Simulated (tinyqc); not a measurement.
# Double-gate transistor below threshold, two-dimensional Poisson equation on a small mesh: effect of the relative permittivity of the insulator

Half of a symmetric double-gate structure: row 0 is the mid-plane of the body, where the normal field vanishes. Mobile charge is neglected (subthreshold), the body is fully depleted, and potentials are counted from the intrinsic level; rows run upward to the gate, columns from source to drain.

Mesh: rows i = 0..12 in the semiconductor (step hs = tb/12, row 12 on the interface), then 8 step(s) ho = tox/8 up to the gate row 20; columns j = 0..80 (step hy = L/80). Box integration, divided by eps0: up_i = eps hy/h of the interval above row i, dn_i = that of the interval below (0 for row 0), lat_i = (sum of eps h/2 over the intervals above and below)/hy, s_i = -q Na w_i hy/eps0 with w_i the semiconductor height of the box (hs/2 for row 0 and the interface row, hs between, 0 in the insulator). Each free node obeys (up + dn + 2 lat) psi = up psi(above) + dn psi(below) + lat [psi(left) + psi(right)] + s. Fixed values: gate row Vg - Vfb; column 0 at Vbi and the last column at Vbi + Vd in the semiconductor, each running linearly to Vg - Vfb across the insulator. The system is solved directly. On row 0 the minimum of psi and its place come from a parabola through the three lowest nodes; barrier = Vbi - minimum, swing = Vt ln 10/(d psi/dVg), DIBL = (d psi/dVd)/(d psi/dVg) there. Lambda = pi/k with k the smallest positive root of tan(k tox) tan(k tb) = eox/eps_r.

Inputs (values chosen for the exercise); semiconductor permittivity close to that of silicon:
- T = 273 K (temperature)
- eps_r = 11.8 (relative permittivity of the semiconductor)
- tb = 6 nm (half the body thickness)
- tox = 4.2 nm (insulator thickness)
- L = 22 nm (channel length)
- Na = 1.3e18 cm^-3 (acceptor density of the depleted body)
- Vbi = 0.53 V (potential of the source)
- Vfb = 0.01 V (gate offset)
- Vg = 0.05 V (gate voltage)
- Vd = 0.3 V (drain voltage)

Constants: q = 1.602176634e-19 C, kB = 1.380649e-23 J/K, Vt = kB T/q, eps0 = 8.8541878128e-14 F/cm where lengths are in cm. Results are converted to the units shown.

Results:
```
eox,L/Lambda,barrier (V),place y/L,swing (mV/decade),DIBL (mV/V)
3.9,0.7233,0.1831,0.3967,150.5,638.0
8.8,0.9813,0.2607,0.4234,104.3,345.9
13,1.110,0.2923,0.4318,92.75,268.8
20,1.248,0.3207,0.4385,84.43,211.9
30,1.368,0.3410,0.4431,79.34,176.5
```

Estimate the missing row, eox = 5.9.

Computed row:
```
eox,L/Lambda,barrier (V),place y/L,swing (mV/decade),DIBL (mV/V)
5.9,0.8509,0.2237,0.4121,122.1,461.6
```

With this row back in the table: As eox goes from 3.9 to 30, the barrier rises from 0.183 to 0.341 V, the swing falls from 150 to 79.3 mV a decade and DIBL falls from 638 to 177 mV/V; the ideal swing is 54.2. L/Lambda goes from 0.72 to 1.4.

Numbers from tinyqc (`OMP_NUM_THREADS=1 python tinyqc.py 2480160 2480161 out.jsonl`; about 0.2 s on one thread of a shared Intel Xeon 2.30GHz).
